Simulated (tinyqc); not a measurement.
# Two-diode model of a solar cell: two studies

J is the current delivered and Vj = V + J Rs the junction voltage. J = X JL - J01 (exp(Vj/(n1 Vt)) - 1) - J02 (exp(Vj/(2 Vt)) - 1) - Vj/Rp. The photocurrent does not depend on voltage.

Values chosen for this exercise; values of the order met in cells of gallium arsenide: temperature T = 273 K; photocurrent at one sun JL = 23.2 mA/cm^2; concentration X = 10 suns; saturation current of the first diode J01 = 8.7e-23 A/cm^2; ideality factor of the first diode n1 = 1; series resistance Rs = 0 ohm cm^2; shunt resistance Rp = 500 ohm cm^2; incident power at one sun Pin = 100 mW/cm^2; saturation current of the second diode (ideality 2) J02 = 2e-12 A/cm^2.

Constants: q = 1.602176634e-19 C, kB = 1.380649e-23 J/K, Vt = kB T/q. Results are converted to the units shown.

Each table varies one quantity; the others keep the values above.

## Effect of the shunt resistance

Jsc at V = 0, Voc at J = 0, the maximum power point where J (1 + 2 Rs G) = G Vj with G = -dJ/dVj; FF = Vmp Jmp/(Voc Jsc); efficiency Vmp Jmp/(X Pin). Empirical fill factor without parasitics FF0 = (v - ln(v + 0.72))/(v + 1), v = Voc/(n1 Vt).

The same in every row: Jsc (mA/cm^2) = 232.00.

Results:
```
Rp (ohm cm^2)  Voc (V)  Vmp (V)  Jmp (mA/cm^2)       FF  efficiency (%)      FF0
3              0.69598  0.34800         116.00  0.25001          4.0368  0.85577
10              1.1305  0.96670         133.59  0.49240          12.915  0.90037
300             1.1498   1.0368         219.92  0.85477          22.800  0.90167
1000            1.1501   1.0375         222.17  0.86393          23.051  0.90170
5000            1.1502   1.0378         222.95  0.86707          23.138  0.90170
20000           1.1502   1.0379         223.09  0.86766          23.154  0.90170
1e5             1.1502   1.0379         223.13  0.86781          23.158  0.90171
```

Estimate the missing row, Rp = 60 ohm cm^2.

Computed row:
```
Rp (ohm cm^2)  Voc (V)  Vmp (V)  Jmp (mA/cm^2)       FF  efficiency (%)      FF0
60              1.1478   1.0320         207.12  0.80268          21.374  0.90154
```

With this row back in the table: As Rp goes from 3 to 1e5, Voc rises from 0.696 to 1.15 V, FF rises from 0.250 to 0.868 and the efficiency rises from 4.04 to 23.2 %. Voc changes by 0.00813 mV a decade between the last two rows and 831 mV between the first two. For Rp = 3, 10 the shunt carries over 0.3 of the photocurrent at open circuit, so it pulls Voc down and FF towards the 1/4 of a resistor.

## Effect of the saturation current of the first diode

Same model as above.

The same in every row: Jsc (mA/cm^2) = 232.0.

Effect of the saturation current of the first diode:
```
J01 (A/cm^2)  Voc (V)  Vmp (V)  Jmp (mA/cm^2)      FF  efficiency (%)     FF0
9e-25           1.196    1.049          220.1  0.8327           23.10  0.9046
9e-24           1.183    1.048          220.3  0.8410           23.08  0.9038
9e-23           1.149    1.037          221.2  0.8603           22.94  0.9016
9e-22           1.102    1.005          222.9  0.8764           22.41  0.8984
9e-21           1.050   0.9598          223.9  0.8821           21.49  0.8945
9e-20          0.9968   0.9093          224.2  0.8815           20.39  0.8902
```

What does the table show?

As J01 goes from 9e-25 to 9e-20, Voc falls from 1.20 to 0.997 V, FF rises from 0.833 to 0.881 and the efficiency falls from 23.1 to 20.4 %. Voc changes by -53.5 mV a decade between the last two rows and -12.7 mV between the first two.

Computed by the program tinyqc: `OMP_NUM_THREADS=1 python tinyqc.py 2280104 2280105 out.jsonl`, one thread of a shared Intel Xeon 2.30GHz, about 0.01 s for the whole run.
